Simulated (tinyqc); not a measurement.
One anharmonic mode: perturbation theory, self-consistent phonons and exact levels: one step, computed by the program tinyqc.

V(x) = k x^2/2 + b x^4 for one coordinate x of mass M. A constant K > 0 gives hbar Omega = sqrt((hbar^2/u) K/M) with K in eV/angstrom^2 and M in u.

Question. Levels in the small basis. Diagonalise H.

Shape: double well.

H (meV):
```
[[1.8646, 0.0000, -16.3690, 0.0000, 3.0449, 0.0000, 0.0000],
 [0.0000, 9.3232, 0.0000, -22.2620, 0.0000, 6.8087, 0.0000],
 [-16.3690, 0.0000, 24.2403, 0.0000, -22.8709, 0.0000, 11.7930],
 [0.0000, -22.2620, 0.0000, 46.6160, 0.0000, -18.4076, 0.0000],
 [3.0449, 0.0000, -22.8709, 0.0000, 76.4503, 0.0000, -8.9272],
 [0.0000, 6.8087, 0.0000, -18.4076, 0.0000, 113.7431, 0.0000],
 [0.0000, 0.0000, 11.7930, 0.0000, -8.9272, 0.0000, 158.4945]]
```

Give: levels.

Answer.

levels (meV): [-7.8, -1.1, 24.0, 50.9, 83.9, 119.9, 161.0]
